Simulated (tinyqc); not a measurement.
# Changing the spring ratio k'/k at the defect

Model: vibrations of a mass or spring defect in a linear chain. Computed by tinyqc, a small Python program. Command: `OMP_NUM_THREADS=1 python tinyqc.py 3025159 3025160 out.jsonl localmode sweep`. One thread of a shared host (Intel(R) Xeon(R) Processor @ 2.30GHz), about 0.03 s of CPU time with the checks.

A ring of N atoms with nearest-neighbour springs k and motion along the chain. Atom 1 is the defect, of mass M', and its two springs are k'. Odd sites are A (the defect replaces an A atom), even sites B.

Inputs (values chosen for the exercise, for a model chain):
```
quantity,value,unit
spring constant k,2.64,eV/angstrom^2
mass M_A,68,u
mass M_B,176,u
defect mass M',31.8,u
```

Host: diatomic.

Constants: nu for 1 eV/(angstrom^2 u) = 15.6333042 THz.

Method:
- Host bands: lambda from 0 to 2k/M(heavy) and from 2k/M(light) to 2k (1/M_A + 1/M_B).
- nu = 15.6333042 THz x sqrt(lambda), lambda in eV/(angstrom^2 u).
- D_ii = (sum of the two springs at i)/M_i, D_ij = -k_ij/sqrt(M_i M_j) for neighbours, closed into a ring.
- The same matrix for 120 atoms; amplitudes are the mass-weighted eigenvector, in size, relative to the defect, for the highest mode; its weight is the squared component of the normalised eigenvector on the defect.

One run for each value:
```
spring ratio k'/k at the defect,ratio to the top of the host band,weight of the highest mode on the defect,"highest frequency, long ring (THz)"
0.6,1.025,0.6944,5.26
0.9,1.238,0.8842,6.35
1.2,1.426,0.8993,7.32
1.5,1.593,0.9048,8.17
1.8,1.744,0.9077,8.94
2.1,1.883,0.9095,9.66
2.4,2.012,0.9107,10.32
```

Describe the trends.

Over the rows, ratio to the top of the host band rises from 1.02 to 2.01 (exponent d ln y / d ln x 0.47 between the first rows and 0.50 between the last); weight of the highest mode on the defect rises from 0.694 to 0.911 (exponent d ln y / d ln x 0.60 between the first rows and 0.0099 between the last); highest frequency, long ring (THz) rises from 5.26 to 10.3 (exponent d ln y / d ln x 0.47 between the first rows and 0.50 between the last).  Left out: 0.300 (the highest mode does not move the defect).

Extremes, crossings and ranges named in words are read from the listed rows.
